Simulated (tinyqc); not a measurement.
Raman shift of the zone-centre optical phonon of a diamond-structure crystal under stress. Changing the stress sigma (tension positive). Computed by tinyqc, a small Python program. Command: `OMP_NUM_THREADS=1 python tinyqc.py 3019714 3019715 out.jsonl ramanstress sweep`. One thread of a shared host (Intel(R) Xeon(R) Processor @ 2.30GHz), about 0.01 s of CPU time with the checks.

Axes x, y, z are the cube axes. Strain shifts the threefold optical mode and can split it; p, q and r are the phonon deformation potentials.

Inputs (values chosen for the exercise, modelled on silicon):
```
quantity                             value      unit
unstrained frequency omega_0         521.3      1/cm
p/omega_0^2                          -1.92         -
q/omega_0^2                           -2.3         -
r/omega_0^2                         -0.741         -
C11                                  163.7       GPa
C12                                  64.34       GPa
C44                                  79.19       GPa
polarisation angle phi                  20    degree
temperature coefficient d omega/dT  -0.021  1/(cm K)
local temperature T                    310         K
laser wavelength                       532        nm
```

Stress state: hydrostatic. Axis: none.

Constants: h = 6.62607015e-34 J s; c = 299792458 m/s; k_B = 1.380649e-23 J/K.

Method:
- S11 = (C11 + C12)/D, S12 = -C12/D, D = (C11 - C12)(C11 + 2 C12), S44 = 1/C44.
- Hydrostatic stress: sigma_ij = sigma delta_ij.
- eps_xx = S11 sigma_xx + S12 (sigma_yy + sigma_zz), and cyclic; eps_xy = S44 sigma_xy/2 (tensor strain).
- Secular matrix: M_xx = p eps_xx + q (eps_yy + eps_zz), M_xy = 2 r eps_xy; its eigenvalues are omega^2 - omega_0^2, and the shifts are these over 2 omega_0.
- gamma = -(p + 2q)/(6 omega_0^2); the mean of the three shifts is -gamma omega_0 x (volume strain).
- Backscattering from a (001) surface: incident polarisation (cos phi, sin phi, 0). With Raman tensors (R_z)_xy = (R_z)_yx = 1 and cyclic, only the z component u_z of a mode counts: I = u_z^2 sin^2(2 phi) for parallel and u_z^2 cos^2(2 phi) for crossed polarisers. An unresolved line sits at the intensity-weighted shift, which is M_zz/(2 omega_0).
- A temperature above 300 K shifts the line by (d omega/dT)(T - 300 K); divided by the shift per stress it poses as a stress; the total shift adds it to the shift of the observed line. The anti-Stokes to Stokes ratio is [(omega_L + omega_0)/(omega_L - omega_0)]^3 exp(-h c omega_0/(k_B T)) in photon counts, omega_L = 1/wavelength, resonance effects left out.

One run for each value; columns: (1) stress sigma (tension positive) (GPa); (2) shift of the observed line (1/cm); (3) mean shift (1/cm); (4) volume strain (per mille); (5) total shift (1/cm):
```
(1)       (2)     (3)     (4)     (5)
-2.40   13.95   13.95  -24.63   13.74
-1.70    9.88    9.88  -17.44    9.67
-1.00    5.81    5.81  -10.26    5.60
-0.34    1.98    1.98   -3.49    1.77
0.34    -1.98   -1.98    3.49   -2.19
1.00    -5.81   -5.81   10.26   -6.02
1.70    -9.88   -9.88   17.44  -10.09
2.40   -13.95  -13.95   24.63  -14.16
```

Describe and explain the trends.

Over the rows, shift of the observed line (1/cm) falls from 13.9 to -13.9; mean shift (1/cm) falls from 13.9 to -13.9; volume strain (per mille) rises from -24.6 to 24.6. All stress shifts are linear and odd in sigma; the total is offset by the thermal shift, -0.210 per cm, and passes zero between sigma = -0.34 and 0.34 GPa, where stress and heating cancel.

Caution (all rows): this stress has components normal to the (001) face, so it cannot reach a free (001) surface; it can act on buried material.

Extremes, crossings and ranges named in words are read from the listed rows.
